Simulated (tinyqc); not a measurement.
# Gain of the pnp from the holding current

Problem. On state with both base-emitter voltages at Von: npn base current Ib = (Von/Rs + bp Von/Rw)/(bn bp - 1), holding current Ih = (bn + 1) Ib + Von/Rs. Find bp.

Parameters, values chosen for the exercise:
- bn = 6.6 (current gain of the npn)
- Rs = 380 ohm (substrate resistance shunting the npn)
- Rw = 340 ohm (well resistance shunting the pnp)
- Von = 0.77 V (base-emitter voltage in the on state)

Ih = 6.3961788 mA

Solution. Ih gives Ib, and Ib (bn bp - 1) = Von/Rs + bp Von/Rw is linear in bp.

bp = 1.700

Program tinyqc, `OMP_NUM_THREADS=1 python tinyqc.py 2670057 2670058 out.jsonl`; Intel Xeon 2.30GHz, shared host, one thread, about 0.04 s.
